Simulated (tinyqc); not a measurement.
Worked calculation: density of states of one tight-binding band on the triangular lattice. Values are carried at full precision from step to step, so a last printed digit may differ when a step is redone from the rounded ones.

E(k) = -2 t (cos 2 pi k1 + cos 2 pi k2 + cos 2 pi (k1 + k2)); k in fractions of the reciprocal vectors, mesh k_i = j/N with j = 0 .. N-1. Densities are per cell and per spin, so the band holds one state.

Parameters, chosen for this exercise:
- t = 0.51 eV (nearest hopping)
- N = 5 (mesh points along each axis)
- bins = 10 (bins of the histogram)
- E_lo = -3.113 eV (lower end of the histogram)
- E_hi = 1.617 eV (upper end)
- E = -1.34 eV (energy at which the density is wanted)
- sigma = 0.051 eV (Gaussian width)

## Energies on the mesh

Evaluate the band at all 25 points and collect equal values.

Distinct energies:

| E_k (eV) | points |
|---|---|
| -3.0600 | 1 |
| -1.6504 | 6 |
| 0.1948 | 6 |
| 0.6304 | 6 |
| 1.3352 | 6 |

The 25 points give 5 distinct energies between -3.0600 and 1.3352 eV; a dense mesh gives a band from -3.060 to 1.530 eV.

## Histogram

Count the points in equal bins from E_lo to E_hi; g = count/(all points x bin width).

Histogram:

| from (eV) | to (eV) | points | g (1/eV) |
|---|---|---|---|
| -3.1130 | -2.6400 | 1 | 0.0846 |
| -2.6400 | -2.1670 | 0 | 0.0000 |
| -2.1670 | -1.6940 | 0 | 0.0000 |
| -1.6940 | -1.2210 | 6 | 0.5074 |
| -1.2210 | -0.7480 | 0 | 0.0000 |
| -0.7480 | -0.2750 | 0 | 0.0000 |
| -0.2750 | 0.1980 | 6 | 0.5074 |
| 0.1980 | 0.6710 | 6 | 0.5074 |
| 0.6710 | 1.1440 | 0 | 0.0000 |
| 1.1440 | 1.6170 | 6 | 0.5074 |

Empty bins: 5 of 10; the fullest holds 6 points. Empty bins inside the band come from the coarse mesh, not from gaps.

## Gaussian broadening at one energy

Gaussian broadening: g(E) = mean over the mesh of exp(-(E - E_k)^2/(2 sigma^2))/(sigma sqrt(2 pi)), n(E) = mean of erfc((E_k - E)/(sigma sqrt 2))/2.

Sum over the distinct energies with their counts.

n(E) = 0.2800
g(E) = 0.0000 1/eV

## One triangle of the mesh

For corner energies e1 <= e2 <= e3 and eij = ei - ej, the share of the triangle below E is n = (E - e1)^2/(e21 e31) for e1 < E < e2 and n = 1 - (e3 - E)^2/(e31 e32) for e2 < E < e3; its density of states is g = dn/dE.

corner energies, sorted (eV): -1.6504  0.1948  0.6304

Find its share below E and its density of states at E.

n = 0.0229
g = 0.1475 1/eV

E lies between corners 1 and 2.

## Sum over all linear triangles

Each cell of the mesh is cut along (i+1, j)-(i, j+1) into two triangles. For corner energies e1 <= e2 <= e3 and eij = ei - ej, the share of the triangle below E is n = (E - e1)^2/(e21 e31) for e1 < E < e2 and n = 1 - (e3 - E)^2/(e31 e32) for e2 < E < e3; its density of states is g = dn/dE.

Average n and g over all pieces of the mesh. The reference uses the same method with N = 240.

n(E) = 0.1625
g(E) = 0.1436 1/eV
reference n(E) = 0.183
reference g(E) = 0.128 1/eV

On this mesh the linear method errs by +0.015 1/eV in g and -0.021 in n; the Gaussian sum erred by -0.128 and +0.097.

## Checks

- States below the top of the band by the linear method against one: both 1.000000.

(tinyqc, `OMP_NUM_THREADS=1 python tinyqc.py 1650053 1650054 out.jsonl`, Intel(R) Xeon(R) Processor @ 2.30GHz, 1 thread, shared host, about 0.09 s.)
